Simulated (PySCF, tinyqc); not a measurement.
Worked calculation: CISD on RHF in the 3-21g basis, for H3+, spin multiplicity 1. The lowest restricted solution is unstable here: a spin-polarised one lies 0.0246 hartree lower (PySCF). Computed by tinyqc, a small Python program that keeps every step (integrals from PySCF). Settings: charge = 1, multiplicity = 1, basis = 3-21g, method = RHF, energy threshold = 1e-10, iteration cap = 87, orthogonalisation = symmetric, start = core, DIIS depth = 6, ci = CISD. Command: `OMP_NUM_THREADS=1 python tinyqc.py 25772 25773 out.jsonl` (the two numbers bound the seeds that draw the settings). One thread of a shared host (Intel(R) Xeon(R) Processor @ 2.60GHz), about 0.1 s of CPU time with the checks. The early iterations of the SCF are left out here.

## One-electron integrals

Geometry (angstrom):
```
atom        x        y         z
H     0.00000  0.00000   0.00000
H     0.00000  0.00000   1.50000
H     0.00000  0.00000  -1.50000
```

Basis 3-21g: exponents (1/bohr^2) and contraction coefficients of normalised primitives:
```
element  l (shell)  exponent  coefficient
H            s (1)   5.44718      0.15628
H            s (1)   0.82455      0.90469
H            s (2)   0.18319      1.00000
```

Overlap, kinetic and nuclear-attraction integrals over the contracted functions; the nuclear repulsion is the sum of Za Zb / Rab.

nuclear repulsion = 0.8819620 hartree

overlap S, order 1H 1s, 1H 2s, 2H 1s, 2H 2s, 3H 1s, 3H 2s:
```
[[1.00000, 0.64590, 0.03031, 0.19174, 0.03031, 0.19174],
 [0.64590, 1.00000, 0.19174, 0.47904, 0.19174, 0.47904],
 [0.03031, 0.19174, 1.00000, 0.64590, 0.00000, 0.00507],
 [0.19174, 0.47904, 0.64590, 1.00000, 0.00507, 0.05266],
 [0.03031, 0.19174, 0.00000, 0.00507, 1.00000, 0.64590],
 [0.19174, 0.47904, 0.00507, 0.05266, 0.64590, 1.00000]]
```

kinetic energy T (hartree), order 1H 1s, 1H 2s, 2H 1s, 2H 2s, 3H 1s, 3H 2s:
```
[[1.54940, 0.29315, -0.04759, 0.01650, -0.04759, 0.01650],
 [0.29315, 0.27479, 0.01650, 0.06705, 0.01650, 0.06705],
 [-0.04759, 0.01650, 1.54940, 0.29315, -0.00001, -0.00509],
 [0.01650, 0.06705, 0.29315, 0.27479, -0.00509, -0.01393],
 [-0.04759, 0.01650, -0.00001, -0.00509, 1.54940, 0.29315],
 [0.01650, 0.06705, -0.00509, -0.01393, 0.29315, 0.27479]]
```

nuclear attraction V (hartree), order 1H 1s, 1H 2s, 2H 1s, 2H 2s, 3H 1s, 3H 2s:
```
[[-2.42649, -1.23836, -0.05007, -0.35162, -0.05007, -0.35162],
 [-1.23836, -1.37782, -0.33113, -0.63650, -0.33113, -0.63650],
 [-0.05007, -0.33113, -2.25009, -1.12445, 0.00000, -0.00825],
 [-0.35162, -0.63650, -1.12445, -1.20680, -0.00825, -0.07256],
 [-0.05007, -0.33113, 0.00000, -0.00825, -2.25009, -1.12445],
 [-0.35162, -0.63650, -0.00825, -0.07256, -1.12445, -1.20680]]
```

core Hamiltonian H = T + V (hartree), order 1H 1s, 1H 2s, 2H 1s, 2H 2s, 3H 1s, 3H 2s:
```
[[-0.87708, -0.94521, -0.09766, -0.33512, -0.09766, -0.33512],
 [-0.94521, -1.10303, -0.31462, -0.56946, -0.31462, -0.56946],
 [-0.09766, -0.31462, -0.70069, -0.83129, -0.00002, -0.01334],
 [-0.33512, -0.56946, -0.83129, -0.93201, -0.01334, -0.08649],
 [-0.09766, -0.31462, -0.00002, -0.01334, -0.70069, -0.83129],
 [-0.33512, -0.56946, -0.01334, -0.08649, -0.83129, -0.93201]]
```

## Two-electron integrals

Functions are numbered as in S; the eight-fold symmetry (ij|kl) = (ji|kl) = (kl|ij) leaves the list below.

Two-electron integrals (ij|kl) in chemists' order, unique and non-zero (hartree):
```
(11|11) 1.14014    (21|11) 0.61140    (21|21) 0.34515    (22|11) 0.62637
(22|21) 0.38033    (22|22) 0.48296    (31|11) 0.02020    (31|21) 0.01235
(31|22) 0.01556    (31|31) 0.00094    (32|11) 0.08150    (32|21) 0.05208
(32|22) 0.07502    (32|31) 0.00442    (32|32) 0.03008    (33|11) 0.35272
(33|21) 0.22759    (33|22) 0.34349    (33|31) 0.02020    (33|32) 0.17093
(33|33) 1.14014    (41|11) 0.17093    (41|21) 0.09780    (41|22) 0.11025
(41|31) 0.00442    (41|32) 0.01874    (41|33) 0.08150    (41|41) 0.03008
(42|11) 0.24805    (42|21) 0.15374    (42|22) 0.20586    (42|31) 0.00896
(42|32) 0.05007    (42|33) 0.24805    (42|41) 0.05007    (42|42) 0.11083
(43|11) 0.22759    (43|21) 0.14659    (43|22) 0.21949    (43|31) 0.01235
(43|32) 0.09780    (43|33) 0.61140    (43|41) 0.05208    (43|42) 0.15374
(43|43) 0.34515    (44|11) 0.34349    (44|21) 0.21949    (44|22) 0.32237
(44|31) 0.01556    (44|32) 0.11025    (44|33) 0.62637    (44|41) 0.07502
(44|42) 0.20586    (44|43) 0.38033    (44|44) 0.48296    (51|11) 0.02020
(51|21) 0.01235    (51|22) 0.01556    (51|31) 0.00033    (51|32) 0.00155
(51|33) 0.00714    (51|41) 0.00296    (51|42) 0.00498    (51|43) 0.00461
(51|44) 0.00713    (51|51) 0.00094    (52|11) 0.08150    (52|21) 0.05208
(52|22) 0.07502    (52|31) 0.00155    (52|32) 0.00787    (52|33) 0.03709
(52|41) 0.01294    (52|42) 0.02433    (52|43) 0.02395    (52|44) 0.03708
(52|51) 0.00442    (52|52) 0.03008    (53|11) 1.55e-06   (53|21) 8.48e-07
(53|22) 8.90e-07   (53|31) 2.88e-08   (53|32) 1.17e-07   (53|33) 5.08e-07
(53|41) 2.38e-07   (53|42) 3.54e-07   (53|43) 3.28e-07   (53|44) 4.94e-07
(53|51) 2.88e-08   (53|52) 1.17e-07   (54|11) 0.00268    (54|21) 0.00168
(54|22) 0.00228    (54|31) 4.75e-05   (54|32) 0.00023    (54|33) 0.00109
(54|41) 0.00041    (54|42) 0.00074    (54|43) 0.00070    (54|44) 0.00109
(54|51) 0.00013    (54|52) 0.00075    (54|54) 2.07e-05   (55|11) 0.35272
(55|21) 0.22759    (55|22) 0.34349    (55|31) 0.00714    (55|32) 0.03709
(55|33) 0.17639    (55|41) 0.05757    (55|42) 0.11257    (55|43) 0.11393
(55|44) 0.17639    (55|51) 0.02020    (55|52) 0.17093    (55|53) 5.08e-07
(55|54) 0.00383    (55|55) 1.14014    (61|11) 0.17093    (61|21) 0.09780
(61|22) 0.11025    (61|31) 0.00296    (61|32) 0.01294    (61|33) 0.05757
(61|41) 0.02579    (61|42) 0.04042    (61|43) 0.03717    (61|44) 0.05677
(61|51) 0.00442    (61|52) 0.01874    (61|53) 2.38e-07   (61|54) 0.00060
(61|55) 0.08150    (61|61) 0.03008    (62|11) 0.24805    (62|21) 0.15374
(62|22) 0.20586    (62|31) 0.00498    (62|32) 0.02433    (62|33) 0.11257
(62|41) 0.04042    (62|42) 0.07398    (62|43) 0.07264    (62|44) 0.11153
(62|51) 0.00896    (62|52) 0.05007    (62|53) 3.54e-07   (62|54) 0.00140
(62|55) 0.24805    (62|61) 0.05007    (62|62) 0.11083    (63|11) 0.00268
(63|21) 0.00168    (63|22) 0.00228    (63|31) 0.00013    (63|32) 0.00075
(63|33) 0.00383    (63|41) 0.00060    (63|42) 0.00140    (63|43) 0.00227
(63|44) 0.00272    (63|51) 4.75e-05   (63|52) 0.00023    (63|54) 7.06e-06
(63|55) 0.00109    (63|61) 0.00041    (63|62) 0.00074    (63|63) 2.07e-05
(64|11) 0.03299    (64|21) 0.02003    (64|22) 0.02543    (64|31) 0.00082
(64|32) 0.00395    (64|33) 0.01809    (64|41) 0.00581    (64|42) 0.01084
(64|43) 0.01156    (64|44) 0.01698    (64|51) 0.00082    (64|52) 0.00395
(64|53) 4.69e-08   (64|54) 0.00012    (64|55) 0.01809    (64|61) 0.00581
(64|62) 0.01084    (64|63) 0.00012    (64|64) 0.00134    (65|11) 0.22759
(65|21) 0.14659    (65|22) 0.21949    (65|31) 0.00461    (65|32) 0.02395
(65|33) 0.11393    (65|41) 0.03717    (65|42) 0.07264    (65|43) 0.07359
(65|44) 0.11393    (65|51) 0.01235    (65|52) 0.09780    (65|53) 3.28e-07
(65|54) 0.00227    (65|55) 0.61140    (65|61) 0.05208    (65|62) 0.15374
(65|63) 0.00070    (65|64) 0.01156    (65|65) 0.34515    (66|11) 0.34349
(66|21) 0.21949    (66|22) 0.32237    (66|31) 0.00713    (66|32) 0.03708
(66|33) 0.17639    (66|41) 0.05677    (66|42) 0.11153    (66|43) 0.11393
(66|44) 0.17629    (66|51) 0.01556    (66|52) 0.11025    (66|53) 4.94e-07
(66|54) 0.00272    (66|55) 0.62637    (66|61) 0.07502    (66|62) 0.20586
(66|63) 0.00109    (66|64) 0.01698    (66|65) 0.38033    (66|66) 0.48296
```

## Orthogonalisation

S = U s U^T; symmetric (Loewdin) form X = U s^(-1/2) U^T, so that X^T S X = 1.

eigenvalues of S: [0.16768, 0.33230, 0.39664, 1.13754, 1.61504, 2.35080]

X, order 1H 1s, 1H 2s, 2H 1s, 2H 2s, 3H 1s, 3H 2s:
```
[[1.25575, -0.53019, 0.02200, 0.05524, 0.02200, 0.05524],
 [-0.53019, 1.59781, 0.04611, -0.42340, 0.04611, -0.42340],
 [0.02200, 0.04611, 1.24096, -0.48455, -0.00040, -0.01101],
 [0.05524, -0.42340, -0.48455, 1.40293, -0.01101, 0.12266],
 [0.02200, 0.04611, -0.00040, -0.01101, 1.24096, -0.48455],
 [0.05524, -0.42340, -0.01101, 0.12266, -0.48455, 1.40293]]
```

## Iteration 6 (converged): orbitals

converged F (hartree), order 1H 1s, 1H 2s, 2H 1s, 2H 2s, 3H 1s, 3H 2s:
```
[[-0.04018, -0.57514, -0.16458, -0.30015, -0.16458, -0.30015],
 [-0.57514, -0.59516, -0.29232, -0.39134, -0.29232, -0.39134],
 [-0.16458, -0.29232, -0.03668, -0.48215, -0.03216, -0.06508],
 [-0.30015, -0.39134, -0.48215, -0.43599, -0.06508, -0.13760],
 [-0.16458, -0.29232, -0.03216, -0.06508, -0.03668, -0.48215],
 [-0.30015, -0.39134, -0.06508, -0.13760, -0.48215, -0.43599]]
```

Diagonalise F' = X^T F X, C = X C', fill 1 alpha and 1 beta electrons from the bottom; D = 2 C_occ C_occ^T. Each column has its largest component positive (the first on a tie).

F' = X^T F X (hartree):
```
[[0.48697, -0.68014, -0.01449, -0.07608, -0.01449, -0.07608],
 [-0.68014, -0.00008, -0.09477, -0.19592, -0.09477, -0.19592],
 [-0.01449, -0.09477, 0.40081, -0.57876, -0.01564, -0.00596],
 [-0.07608, -0.19592, -0.57876, 0.00697, -0.00596, -0.00862],
 [-0.01449, -0.09477, -0.01564, -0.00596, 0.40081, -0.57876],
 [-0.07608, -0.19592, -0.00596, -0.00862, -0.57876, 0.00697]]
```

orbital energies (hartree): [-0.76172, -0.39083, -0.15203, 0.81152, 0.82288, 0.97263]

coefficients C, order 1H 1s, 1H 2s, 2H 1s, 2H 2s, 3H 1s, 3H 2s:
```
[[0.22040, 0.00000, 0.21838, 0.05188, 0.00000, -1.32896],
 [0.47115, 0.00000, 0.89967, -0.51656, 0.00000, 1.37792],
 [0.16226, 0.23486, -0.18109, -0.91330, 0.90964, -0.04083],
 [0.23991, 0.54455, -0.63972, 0.95359, -0.79695, -0.30444],
 [0.16226, -0.23486, -0.18109, -0.91330, -0.90964, -0.04083],
 [0.23991, -0.54455, -0.63972, 0.95359, 0.79695, -0.30444]]
```

D after iteration 6, order 1H 1s, 1H 2s, 2H 1s, 2H 2s, 3H 1s, 3H 2s:
```
[[0.09715, 0.20768, 0.07152, 0.10575, 0.07152, 0.10575],
 [0.20768, 0.44396, 0.15289, 0.22607, 0.15289, 0.22607],
 [0.07152, 0.15289, 0.05265, 0.07785, 0.05265, 0.07785],
 [0.10575, 0.22607, 0.07785, 0.11511, 0.07785, 0.11511],
 [0.07152, 0.15289, 0.05265, 0.07785, 0.05265, 0.07785],
 [0.10575, 0.22607, 0.07785, 0.11511, 0.07785, 0.11511]]
```

## Convergence

Stop when the energy changes by less than 1e-10 hartree and every element of the error matrix X^T (F D S - S D F) X is below 3e-06.

Course of the cycle:
```
iteration  E (hartree)     change  largest element of the error matrix
1           -1.0251903          -                             2.19e-01
2           -1.0870119  -6.18e-02                             1.24e-02
3           -1.0876885  -6.77e-04                             2.14e-03
4           -1.0876978  -9.31e-06                             1.11e-04
5           -1.0876978  -8.24e-09                             4.47e-06
6           -1.0876978  -4.00e-11                             1.72e-08
```

PySCF RHF in the same basis = -1.0876978 hartree

Converged in 6 iterations.

## Integrals over molecular orbitals

(pq|rs) = sum C_ip C_jq C_kr C_ls (ij|kl), one index at a time.

one-electron integrals over orbitals h = C^T H C (hartree):
```
[[-1.20794, 0.00000, -0.07237, 0.03477, 0.00000, 0.06446],
 [0.00000, -0.99721, 0.00000, 0.00000, -0.06964, 0.00000],
 [-0.07237, 0.00000, -0.85830, -0.09104, 0.00000, 0.11400],
 [0.03477, 0.00000, -0.09104, 0.15563, 0.00000, -0.00935],
 [0.00000, -0.06964, 0.00000, 0.00000, 0.13828, 0.00000],
 [0.06446, 0.00000, 0.11400, -0.00935, 0.00000, 0.04809]]
```

Two-electron integrals over orbitals (pq|rs), unique and non-zero (hartree):
```
(11|11) 0.44622    (21|21) 0.11926    (22|11) 0.36282    (22|22) 0.39918
(31|11) 0.07237    (31|22) -0.03783   (31|31) 0.10217    (32|21) -0.11215
(32|32) 0.12213    (33|11) 0.40422    (33|22) 0.36176    (33|31) 0.03770
(33|33) 0.38814    (41|11) -0.03477   (41|22) -0.05905   (41|31) 0.02429
(41|33) -0.03726   (41|41) 0.03524    (42|21) -0.05772   (42|32) 0.05628
(42|42) 0.07579    (43|11) 0.05766    (43|22) 0.06965    (43|31) -0.01364
(43|33) 0.05357    (43|41) -0.03924   (43|43) 0.04790    (44|11) 0.34556
(44|22) 0.40076    (44|31) -0.05471   (44|33) 0.35349    (44|41) -0.07723
(44|43) 0.08740    (44|44) 0.43696    (51|21) 0.03429    (51|32) -0.04040
(51|42) -0.04980   (51|51) 0.03606    (52|11) 0.05196    (52|22) 0.08853
(52|31) -0.03604   (52|33) 0.05779    (52|41) -0.05203   (52|43) 0.05857
(52|44) 0.11556    (52|52) 0.07763    (53|21) -0.05458   (53|32) 0.05036
(53|42) 0.06108    (53|51) -0.03808   (53|53) 0.05166    (54|21) -0.16674
(54|32) 0.17156    (54|42) 0.10790    (54|51) -0.07228   (54|53) 0.09429
(54|54) 0.27819    (55|11) 0.36033    (55|22) 0.40722    (55|31) -0.04763
(55|33) 0.36324    (55|41) -0.07947   (55|43) 0.09271    (55|44) 0.44226
(55|52) 0.11912    (55|55) 0.44973    (61|11) -0.06446   (61|22) -0.01333
(61|31) -0.04972   (61|33) -0.05971   (61|41) 0.00068    (61|43) -0.00627
(61|44) -0.01187   (61|52) -0.00374   (61|55) -0.01310   (61|61) 0.07812
(62|21) 0.00032    (62|32) 0.00697    (62|42) 0.00107    (62|51) -0.00359
(62|53) 0.00016    (62|54) 0.00635    (62|62) 0.00509    (63|11) -0.08186
(63|22) -0.01095   (63|31) -0.06603   (63|33) -0.06236   (63|41) -0.00193
(63|43) -0.00718   (63|44) -0.00385   (63|52) 0.00148    (63|55) -0.00790
(63|61) 0.07519    (63|63) 0.08207    (64|11) 0.00502    (64|22) 0.00621
(64|31) -0.00171   (64|33) 0.00287    (64|41) -0.00318   (64|43) 0.00538
(64|44) 0.00718    (64|52) 0.00499    (64|55) 0.00883    (64|61) 0.00543
(64|63) 0.00357    (64|64) 0.00218    (65|21) -0.01090   (65|32) 0.00811
(65|42) 0.00702    (65|51) -0.00282   (65|53) 0.00743    (65|54) 0.01493
(65|62) -0.00232   (65|65) 0.00382    (66|11) 0.50133    (66|22) 0.31634
(66|31) 0.17026    (66|33) 0.44208    (66|41) -0.00878   (66|43) 0.04073
(66|44) 0.28876    (66|52) 0.01700    (66|55) 0.30712    (66|61) -0.15691
(66|63) -0.18128   (66|64) -0.00116   (66|66) 0.73350
```

## CISD: determinants and Hamiltonian

Hartree-Fock energy = -1.0876978 hartree

Slater-Condon rules over spin orbitals, with the nuclear repulsion added and E(HF) subtracted on the diagonal. Only determinants linked to the reference directly or through others are kept (one block of an abelian symmetry group), so some states are absent.

Occupation strings over the orbitals (2 doubly, a alpha, b beta, 0 empty; spin orbitals ordered 1a 1b 2a 2b ...): 200000 a0b000 a00b00 a0000b b0a000 b00a00 b0000a 020000 0a00b0 002000 00ab00 00a00b 00ba00 000200 000a0b 0b00a0 000020 00b00a 000b0a 000002

H - E(HF) between determinants (hartree), order 200000, a0b000, a00b00, a0000b, b0a000, b00a00, b0000a, 020000, 0a00b0, 002000, 00ab00, 00a00b, 00ba00, 000200, 000a0b, 0b00a0, 000020, 00b00a, 000b0a, 000002:
```
[[0.00000, 0.00000, 0.00000, 0.00000, 0.00000, 0.00000, 0.00000, 0.11926, 0.03429, 0.10217, 0.02429, -0.04972, -0.02429, 0.03524, 0.00068, -0.03429, 0.03606, 0.04972, -0.00068, 0.07812],
 [0.00000, 0.30764, -0.03337, 0.03214, -0.10217, -0.02429, 0.04972, -0.11215, -0.05458, -0.03467, -0.01364, -0.06603, 0.00250, -0.03924, -0.00193, 0.04040, -0.03808, -0.00474, 0.00627, 0.07519],
 [0.00000, -0.03337, 1.26291, -0.00434, -0.02429, -0.03524, -0.00068, -0.05772, -0.16674, -0.01364, -0.12707, -0.00171, 0.03924, -0.04246, -0.00318, 0.04980, -0.07228, 0.00627, -0.05259, 0.00543],
 [0.00000, 0.03214, -0.00434, 1.31114, 0.04972, -0.00068, -0.07812, 0.00032, -0.01090, -0.06603, -0.00171, 0.09789, 0.00193, -0.00318, 0.02598, 0.00359, -0.00282, -0.07519, -0.00543, -0.09245],
 [0.00000, -0.10217, -0.02429, 0.04972, 0.30764, -0.03337, 0.03214, 0.11215, 0.04040, 0.03467, 0.00250, -0.00474, -0.01364, 0.03924, 0.00627, -0.05458, 0.03808, -0.06603, -0.00193, -0.07519],
 [0.00000, -0.02429, -0.03524, -0.00068, -0.03337, 1.26291, -0.00434, 0.05772, 0.04980, 0.01364, 0.03924, 0.00627, -0.12707, 0.04246, -0.05259, -0.16674, 0.07228, -0.00171, -0.00318, -0.00543],
 [0.00000, 0.04972, -0.00068, -0.07812, 0.03214, -0.00434, 1.31114, -0.00032, 0.00359, 0.06603, 0.00193, -0.07519, -0.00171, 0.00318, -0.00543, -0.01090, 0.00282, 0.09789, 0.02598, 0.09245],
 [0.11926, -0.11215, -0.05772, 0.00032, 0.11215, 0.05772, -0.00032, 0.37443, 0.01889, 0.12213, 0.05628, 0.00697, -0.05628, 0.07579, 0.00107, -0.01889, 0.07763, -0.00697, -0.00107, 0.00509],
 [0.03429, -0.05458, -0.16674, -0.01090, 0.04040, 0.04980, 0.00359, 0.01889, 1.51795, 0.05036, 0.17156, 0.00811, -0.06108, 0.10790, 0.00702, -0.07763, 0.04948, -0.00016, -0.00635, -0.00232],
 [0.10217, -0.03467, -0.01364, -0.06603, 0.03467, 0.01364, 0.06603, 0.12213, 0.05036, 0.64119, -0.03746, 0.05164, 0.03746, 0.04790, -0.00718, -0.05036, 0.05166, -0.05164, 0.00718, 0.08207],
 [0.02429, -0.01364, -0.12707, -0.00171, 0.00250, 0.03924, 0.00193, 0.05628, 0.17156, -0.03746, 1.62048, -0.00648, -0.04790, -0.00364, 0.00538, -0.06108, 0.09429, 0.00718, -0.11015, 0.00357],
 [-0.04972, -0.06603, -0.00171, 0.09789, -0.00474, 0.00627, -0.07519, 0.00697, 0.00811, 0.05164, -0.00648, 1.60153, 0.00718, 0.00538, -0.05031, -0.00016, 0.00743, -0.08207, -0.00357, -0.06728],
 [-0.02429, 0.00250, 0.03924, 0.00193, -0.01364, -0.12707, -0.00171, -0.05628, -0.06108, 0.03746, -0.04790, 0.00718, 1.62048, 0.00364, -0.11015, 0.17156, -0.09429, -0.00648, 0.00538, -0.00357],
 [0.03524, -0.03924, -0.04246, -0.00318, 0.03924, 0.04246, 0.00318, 0.07579, 0.10790, 0.04790, -0.00364, 0.00538, 0.00364, 2.71788, -0.00217, -0.10790, 0.27819, -0.00538, 0.00217, 0.00218],
 [0.00068, -0.00193, -0.00318, 0.02598, 0.00627, -0.05259, -0.00543, 0.00107, 0.00702, -0.00718, 0.00538, -0.05031, -0.11015, -0.00217, 2.46215, -0.00635, 0.01493, -0.00357, -0.00218, -0.01051],
 [-0.03429, 0.04040, 0.04980, 0.00359, -0.05458, -0.16674, -0.01090, -0.01889, -0.07763, -0.05036, -0.06108, -0.00016, 0.17156, -0.10790, -0.00635, 1.51795, -0.04948, 0.00811, 0.00702, 0.00232],
 [0.03606, -0.03808, -0.07228, -0.00282, 0.03808, 0.07228, 0.00282, 0.07763, 0.04948, 0.05166, 0.09429, 0.00743, -0.09429, 0.27819, 0.01493, -0.04948, 2.69595, -0.00743, -0.01493, 0.00382],
 [0.04972, -0.00474, 0.00627, -0.07519, -0.06603, -0.00171, 0.09789, -0.00697, -0.00016, -0.05164, 0.00718, -0.08207, -0.00648, -0.00538, -0.00357, 0.00811, -0.00743, 1.60153, -0.05031, 0.06728],
 [-0.00068, 0.00627, -0.05259, -0.00543, -0.00193, -0.00318, 0.02598, -0.00107, -0.00635, 0.00718, -0.11015, -0.00357, 0.00538, 0.00217, -0.00218, 0.00702, -0.01493, -0.05031, 2.46215, 0.01051],
 [0.07812, 0.07519, 0.00543, -0.09245, -0.07519, -0.00543, 0.09245, 0.00509, -0.00232, 0.08207, 0.00357, -0.06728, -0.00357, 0.00218, -0.01051, 0.00232, 0.00382, 0.06728, 0.01051, 2.79935]]
```

## CISD: roots

Diagonalise (each vector has its largest component positive (the first on a tie)); all determinants have Ms = 0, so triplets appear too. The lowest singlet root is the correlation energy.

lowest roots of this matrix, relative to E(HF) (hartree): [-0.05201, 0.19146, 0.23019, 0.45840, 0.71525, 1.17060, 1.17972, 1.23969]

lowest vectors, order 200000, a0b000, a00b00, a0000b, b0a000, b00a00, b0000a, 020000, 0a00b0, 002000, 00ab00, 00a00b, 00ba00, 000200, 000a0b, 0b00a0, 000020, 00b00a, 000b0a, 000002:
```
[[0.94843, 0.00000, 0.24972, 0.00549],
 [-0.07323, 0.70257, 0.43570, 0.49841],
 [-0.01723, 0.04056, 0.04073, -0.00245],
 [-0.01037, -0.05581, -0.01230, 0.04437],
 [0.07323, 0.70257, -0.43570, -0.49841],
 [0.01723, 0.04056, -0.04073, 0.00245],
 [0.01037, -0.05581, 0.01230, -0.04437],
 [-0.27563, 0.00000, 0.70746, -0.44822],
 [-0.01905, 0.01054, 0.03474, 0.01449],
 [-0.10068, 0.00000, -0.21557, 0.54028],
 [-0.00591, 0.00750, -0.03314, 0.04013],
 [0.02904, 0.03825, 0.03123, -0.00371],
 [0.00591, 0.00750, 0.03314, -0.04013],
 [-0.00359, 0.00000, -0.00865, 0.01795],
 [0.00066, 0.00141, 0.00181, 0.00075],
 [0.01905, 0.01054, -0.03474, -0.01449],
 [-0.00441, 0.00000, -0.00365, 0.01375],
 [-0.02904, 0.03825, -0.03123, 0.00371],
 [-0.00066, 0.00141, -0.00181, -0.00075],
 [-0.01797, 0.00000, -0.02685, -0.04699]]
```

<S^2> of these roots: [0.00000, 2.00000, 0.00000, 0.00000, 0.00000, 2.00000, 0.00000, 2.00000]

weight of the ground state by excitation level 0, 1, 2, ...: [0.89952, 0.01153, 0.08894]

The reference has a weight of only 0.90: one determinant is a poor start here.
